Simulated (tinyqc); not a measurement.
Worked calculation: ballistic transport through the one-dimensional subbands of a rectangular nanowire or nanosheet channel. Computed by tinyqc, a small Python program that keeps every step. Command: `OMP_NUM_THREADS=1 python tinyqc.py 3026788 3026789 out.jsonl wire walk`. One thread of a shared host (Intel(R) Xeon(R) Processor @ 2.30GHz), about 0.03 s of CPU time with the checks. Intermediate numbers are printed to about 7 digits and carried at full precision; extremes and crossings named in words are read from the listed rows.

Hard walls, parabolic subbands, transport along x. Energies are counted from the bulk conduction band edge at the top of the barrier, which the gate pulls down by U; the source Fermi level lies at the bulk edge when U = 0.

Inputs (values chosen for the exercise, modelled on silicon):
```
quantity                                   value  unit
light mass m_t                              0.19   m_0
heavy mass m_l                             0.908   m_0
height a                                     3.5    nm
width b                                      7.6    nm
equivalent oxide thickness t                 2.3    nm
gate voltage above flat band V_G            0.74     V
drain voltage V_D                           0.01     V
temperature T                                300     K
mean free path for back-scattering lambda    130    nm
channel length L                              72    nm
```

Valleys: silicon [100] wire.

Constants: hbar^2/(2 m_0) = 3.80998212 eV angstrom^2; k_B = 8.617333262e-05 eV/K; m_0 = 9.1093837015e-31 kg; k_B = 1.380649e-23 J/K; hbar = 1.054571817e-34 J s; eps_0 = 8.8541878128e-12 F/m; e = 1.602176634e-19 C; h = 6.62607015e-34 J s.

## Subbands

E_pq = (hbar^2 pi^2/2)(p^2/(m_y b^2) + q^2/(m_z a^2)); valley pairs: (m_x, m_y, m_z) = (m_t, m_t, m_l), (m_t, m_l, m_t), (m_l, m_t, m_t), each with degeneracy g = 2; the 10 lowest subbands are kept.

Subbands:
```
valley axis  p  q   E (meV)  m_x (m_0)
z            1  1   68.0708      0.190
y            1  1  168.7295      0.190
z            1  2  169.4905      0.190
z            2  1  170.8638      0.190
y            2  1  190.2391      0.190
x            1  1  195.8240      0.908
y            3  1  226.0883      0.190
z            2  2  272.2834      0.190
y            4  1  276.2772      0.190
x            2  1  298.6169      0.908
```

The second subband lies 100.7 meV, or 3.89 k_B T, above the first; the lowest belongs to the valleys with the heavy mass across the height.

## Self-consistent barrier

F_j(eta) = (1/Gamma(j + 1)) int_0^infinity x^j/(1 + exp(x - eta)) dx, F_0 = ln(1 + exp(eta)). Integrals over x = E/(k_B T) use 160 Gauss-Legendre points in u = sqrt(x) from 0 to sqrt(max(eta, 0) + 32). With degeneracy g = 2, eta_i = (U - E_i)/(k_B T) and u = e V_D/(k_B T): line density n = sum_i g sqrt(2 m_x k_B T/pi)/(2 hbar) [F_-1/2(eta_i) + F_-1/2(eta_i - u)]; gate: e n = C_ox (V_G - U/e), C_ox = 3.9 eps_0 2 (a + b)/t (flat-plate estimate); I = (2 e k_B T/h) sum_i g [F_0(eta_i) - F_0(eta_i - u)].

C_ox = 333.3024 aF/micrometre

U = 146.1982 meV

Occupation:
```
subband      eta_i    n_i (1/nm)  I_i (microampere)
1         3.022102  7.251910e-01       1.462708e+00
2        -0.871550  1.141218e-01       3.981601e-01
3        -0.900985  1.114292e-01       3.895344e-01
4        -0.954106  1.066969e-01       3.742837e-01
5        -1.703576  5.579474e-02       2.029574e-01
6        -1.919611  1.001701e-01       1.678363e-01
7        -3.090285  1.505471e-02       5.630771e-02
8        -4.877192  2.579449e-03       9.728061e-03
9        -5.031679  2.211688e-03       8.343124e-03
10       -5.895818  2.042229e-03       3.527034e-03
```

line density n = 1.235292 1/nm

ballistic current I = 3.073385 microampere

mean velocity I/(e n) = 0.1552877 1e7 cm/s

1 of the subbands lie below the source Fermi level; the lowest carries 48 % of the current with 59 % of the charge. The gate spends 20 % of V_G on moving the bands.

## Conductance, capacitance and scattering

Linear conductance G = (2 e^2/h) sum_i g f(eta_i), g = 2, f = 1/(1 + exp(-eta_i)), with the barrier frozen at the eta_i above; current per perimeter I/(2(a + b)); with scattering, transmission lambda/(lambda + L) and low-bias resistance (1 + L/lambda)/G.

open modes sum g f = 4.315212

ballistic conductance = 334.3466 microsiemens

current per perimeter = 138.4408 microampere/micrometre

transmission = 0.6435644

low-bias resistance with scattering = 4.647412 kiloohm

Even without scattering the wire has h/(2 e^2 M) = 2.99 kiloohm, which sits in the contacts.

## Gate sweep

Open modes are sum_i g/(1 + exp(-eta_i)). The last column is e dn/dV_G over C_ox, taken up to the next row.

Against the gate voltage:
```
V_G (V)    U (meV)      n (1/nm)  I (microampere)    open modes      C_g/C_ox
-0.230   -230.0017  3.633751e-06     1.361852e-05  2.119467e-05  8.155805e-04
-0.130   -130.0833  1.732998e-04     6.494270e-04  1.010642e-03  5.177124e-02
-0.012    -18.1923  1.288193e-02     4.792106e-02  7.419886e-02  4.832558e-01
0.120      50.0179  1.455844e-01     5.008757e-01  7.412870e-01  7.438796e-01
0.220      75.6300  3.003345e-01     9.447564e-01  1.349495e+00  8.135587e-01
0.350      99.8673  5.203535e-01     1.470221e+00  2.052507e+00  8.547553e-01
0.490     120.2016  7.692954e-01     2.015357e+00  2.807987e+00  8.883658e-01
0.650     138.0630  1.064988e+00     2.680413e+00  3.755984e+00  9.146535e-01
0.820     152.5720  1.388457e+00     3.427698e+00  4.815002e+00  9.321887e-01
1.000     164.7780  1.737521e+00     4.221232e+00  5.914942e+00             -
```

Between the first two rows the current rises one decade per 60 mV, against the limit ln(10) k_B T/e = 60 mV. Above threshold C_g/C_ox lies between 0.74 and 0.93: the quantum capacitance in series costs a visible part.

Checks made by the program: density of the lowest subband against a direct sum over k (relative difference 1e-09).
